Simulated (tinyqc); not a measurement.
From results back to parameters: sp3s* tight binding.

Problem. For a crystal of one element and without spin-orbit coupling the levels at Gamma are Es -/+ |Vss| and Ep -/+ Vxx, and the upper valence level at X is Ep - Vxy. The levels below come from hidden parameters.

s levels at Gamma (eV): -12.6520  0.8900

p levels at Gamma (eV): 0.0030  3.2230

upper valence level at X = -3.2800 eV

Find: Es, |Vss|, Ep, Vxx, Vxy.

Solution. Means give the levels and half the splittings give the couplings; Vxy = Ep - E(X).

Es, |Vss|, Ep, Vxx, Vxy (eV): -5.881  6.771  1.613  1.610  4.893

(tinyqc, `OMP_NUM_THREADS=1 python tinyqc.py 1452782 1452783 out.jsonl`, Intel(R) Xeon(R) Processor @ 2.30GHz, 1 thread, shared host, about 0.2 s.)
